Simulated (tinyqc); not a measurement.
p-n diode with diffusion and depletion-layer recombination: effect of the donor density.

Abrupt junction in the depletion approximation, low injection, full ionisation, neutral widths fixed, ohmic contact on the p side. Vj is the junction voltage; where a series resistance Rs is given, V = Vj + J Rs is the terminal voltage.

ni = sqrt(Nc Nv) exp(-Eg/(2 Vt)), Eg in volts; D = mu Vt; Ln = sqrt(Dn tn), Lp = sqrt(Dp tp); J0n = q ni^2 Dn coth(wp/Ln)/(Ln Na); J0p = (q ni^2 Dp/(Lp Nd)) (s + tanh(wn/Lp))/(1 + s tanh(wn/Lp)), s = Sp Lp/Dp. J_diff = (J0n + J0p)(exp(Vj/Vt) - 1). Vbi = Vt ln(Na Nd/ni^2), W = sqrt(2 eps0 eps_r (Vbi - Vj)(1/Na + 1/Nd)/q), xp = W Nd/(Na + Nd), xn = W Na/(Na + Nd); u(x) = q Na (x + xp)^2/(2 eps0 eps_r) for x < 0 and Vbi - Vj - q Nd (xn - x)^2/(2 eps0 eps_r) for x > 0; p = Na exp(-u/Vt), n = Nd exp((u - Vbi + Vj)/Vt); U = ni^2 (exp(Vj/Vt) - 1)/(tp (n + ni exp(Et/Vt)) + tn (p + ni exp(-Et/Vt))); J_scr = q times the integral of U from -xp to xn. J = J_diff + J_scr.

Values chosen for this exercise; band and dielectric values those of a made-up semiconductor:
- T = 325 K (temperature)
- Eg = 1.18 eV (band gap)
- eps_r = 11.5 (relative permittivity)
- Nc = 2.94e19 cm^-3 (conduction-band density of states at T)
- Nv = 3.21e19 cm^-3 (valence-band density of states at T)
- Na = 5.2e17 cm^-3 (acceptor density)
- mun = 470 cm^2/(V s) (electron mobility in the p side)
- mup = 630 cm^2/(V s) (hole mobility in the n side)
- tn = 2e-9 s (electron lifetime)
- tp = 6e-6 s (hole lifetime)
- wp = 0.49 um (neutral width of the p side)
- wn = 18 um (neutral width of the n side)
- Sp = 1e7 cm/s (recombination velocity at the n contact)
- Et = 0.12 eV (trap level above the intrinsic level)
- Vj = 0.52 V (junction voltage at which recombination is evaluated)

Constants: q = 1.602176634e-19 C, kB = 1.380649e-23 J/K, Vt = kB T/q, eps0 = 8.8541878128e-14 F/cm where lengths are in cm. Results are converted to the units shown.

The same in every row: J0n (A/cm^2) = 4.049e-11; wn/Lp = 0.1749.

Effect of the donor density:
```
Nd (cm^-3)	J0p (A/cm^2)	J_diff (A/cm^2)	J_scr (A/cm^2)	J_scr/J (%)
1e15	7.527e-10	0.09183	0.002014	2.146
4.2e15	1.792e-10	0.02544	8.599e-4	3.270
1.8e16	4.181e-11	0.009530	3.756e-4	3.792
7.7e16	9.775e-12	0.005820	1.724e-4	2.877
3.3e17	2.281e-12	0.004952	1.132e-4	2.235
1.4e18	5.376e-13	0.004751	1.123e-4	2.308
5.9e18	1.276e-13	0.004703	1.123e-4	2.331
```

As Nd goes from 1e15 to 5.9e18, J0p falls from 7.53e-10 to 1.28e-13 A/cm^2, J_scr falls from 0.00201 to 1.12e-4 A/cm^2 and its share moves up and down between 2.15 and 3.79 %. J0p goes as Nd^(-1.00) at the start and Nd^(-1.00) at the end.

Numbers from tinyqc (`OMP_NUM_THREADS=1 python tinyqc.py 2260126 2260127 out.jsonl`; about 0.01 s on one thread of a shared Intel Xeon 2.30GHz).
